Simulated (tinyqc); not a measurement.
Comparisons within one model: valley splitting of a silicon quantum well in envelope theory. A value that a table varies takes the place of the one given here.

The well lies at 0 < z < L; U(z) = V0 [1/(1 + exp(z/w)) + 1/(1 + exp((L - z)/w))] - e F z, 1 mV/nm = 1e-4 eV/angstrom. The envelope psi solves -(c/ml) psi'' + U psi = E psi, c = hbar^2/2m0, by three-point differences on a grid of 0.1 angstrom from -40 to L + 40 angstrom. The two valleys at +/- k0 couple through D = C0 times the integral of exp(-i q z) U(z) psi^2, q = 2 k0 (2 pi/a), and split by Ev = 2|D|.

Random alloy: with Y(z) = Yw + (Yb - Yw) B(z), B the bracket in U, and in-plane density exp(-r^2/ad^2)/(pi ad^2), D gains a random complex part of variance sigma^2 = (C0^2/pi)(a^2 V0/(8 ad (Yb - Yw)))^2 (4/a) times the integral of psi^4 Y (1 - Y). Alone it gives a mean splitting sqrt(pi) sigma; together with the smooth part the rms splitting is 2 sqrt(|D|^2 + sigma^2).

Constants: hbar^2/2m0 = 3.80998211 eV angstrom^2.

Inputs chosen for the exercise (near those of a strained Si well in SiGe; not measured data):
- L = 52 angstrom (well width)
- V0 = 0.19 eV (conduction offset)
- ml = 0.911 m0 (mass along z)
- F = 15 mV/nm (field pressing towards the upper interface)
- k0 = 0.841 2 pi/a (valley position)
- a = 5.431 angstrom (lattice constant)
- C0 = 0.256 (Bloch overlap factor)
- Yb = 0.29 (Ge share of the barrier)
- Yw = 0.05 (Ge share of the well)
- ad = 130 angstrom (dot radius)
- ws = (0.4, 0.7, 0.8, 1.2, 1.9, 3, 4.6) angstrom (interface widths)
- Ls = (52, 53.4, 54.7, 56.1, 57.4, 58.8, 60.1, 61.5) angstrom (widths in steps of one atomic layer, a/4, rounded to the grid)
- F2 = 0.5 mV/nm (second field, zero or weak)
- w1 = 0.7 angstrom (interface width for this table)
- w = 1.3 angstrom (interface width parameter)

## Sharpness of the interface

The smooth part 2|D| and the disorder part against w, beside y/sinh(y) with y = pi q w. The 12 to 88 % width of the step is 4w.

Results:

| w (angstrom) | 4w (angstrom) | 2\|D\| (micro-eV) | y/sinh(y) | sqrt(pi) sigma (micro-eV) |
|---|---|---|---|---|
| 0.4 | 1.6 | 170.11 | 0.43 | 186.5 |
| 0.7 | 2.8 | 48.79 | 0.12 | 186.7 |
| 0.8 | 3.2 | 30.70 | 0.074 | 186.8 |
| 1.2 | 4.8 | 4.29 | 0.0096 | 187.3 |
| 1.9 | 7.6 | 0.11 | 0.00021 | 188.6 |
| 3.0 | 12.0 | 0.00 | 4.0e-07 | 191.8 |
| 4.6 | 18.4 | 0.00 | 3.4e-11 | 200.1 |

The smooth part needs a Fourier component of U psi^2 at a wavelength of 3.23 angstrom; from the first row to the third it falls by a factor 5.54, while y/sinh(y) falls by 5.81 (the envelope near the step and the phase between the two interfaces change too). The disorder part goes from 186.5 to 200.1 micro-eV. It exceeds the smooth part in every row.

## Adding atomic layers

The smooth splitting Ev = 2|D| with w = w1, at the field F2 and at F.

Results:

| L (angstrom) | q L mod 2 pi | Ev at F2 (micro-eV) | Ev at F (micro-eV) |
|---|---|---|---|
| 52.0 | 0.66 | 12.0 | 48.8 |
| 53.4 | 3.38 | 15.5 | 49.0 |
| 54.7 | 5.91 | 17.5 | 49.1 |
| 56.1 | 2.35 | 5.66 | 48.3 |
| 57.4 | 4.88 | 17.7 | 48.9 |
| 58.8 | 1.32 | 3.96 | 48.3 |
| 60.1 | 3.85 | 13.6 | 48.6 |
| 61.5 | 0.29 | 10.0 | 48.4 |

At F2 the splitting swings between 3.96 and 17.7 micro-eV, a ratio of 4.46, as the two interfaces add with the phase q L, which advances on average by 2.64 rad a layer. At F the ratio is 1.02, where in the first row psi^2 at the upper interface is 54 times that at the lower one: one interface dominates and the interference fades.

## What each parameter does

Orbital spacing, psi^2 at z = L, the smooth splitting and sigma; V0 is held fixed when Yw changes. Each row changes one parameter from the base and keeps the others.

Results:

| case | E2 - E1 (meV) | psi^2(L) (1e-3/angstrom) | 2\|D\| (micro-eV) | sigma (micro-eV) |
|---|---|---|---|---|
| base | 42.00 | 6.927 | 2.57 | 105.8 |
| ad = 170 angstrom | 42.00 | 6.927 | 2.57 | 80.9 |
| Yw = 0.08 | 42.00 | 6.927 | 2.57 | 149.6 |
| L = 58 angstrom | 39.08 | 6.811 | 2.50 | 104.9 |
| V0 = 0.237 eV | 43.14 | 5.305 | 2.61 | 132.1 |
| w = 0.91 angstrom | 41.67 | 7.386 | 18.15 | 105.5 |
| F = 22.5 mV/nm | 49.39 | 10.472 | 3.83 | 112.5 |
| k0 = 0.821 2 pi/a | 42.00 | 6.927 | 3.03 | 105.8 |
| C0 = 0.307 | 42.00 | 6.927 | 3.08 | 126.8 |

The largest shifts from the base row, up to three for each result and ties (the steps differ in size, so this ranks the rows, not the parameters). E2 - E1 (meV): F +7.39, L -2.91, V0 +1.14; unchanged at the printed digits by ad, Yw, k0 and C0. psi^2(L) (1e-3/angstrom): F +3.545, V0 -1.622, w +0.458; unchanged at the printed digits by ad, Yw, k0 and C0. 2|D| (micro-eV): w +15.58, F +1.26, C0 +0.51; unchanged at the printed digits by ad and Yw. sigma (micro-eV): Yw +43.8, V0 +26.4, ad -24.9; unchanged at the printed digits by k0.

(tinyqc, `OMP_NUM_THREADS=1 python tinyqc.py 1251216 1251217 out.jsonl`, Intel(R) Xeon(R) Processor @ 2.30GHz, 1 thread, shared host, about 0.2 s.)
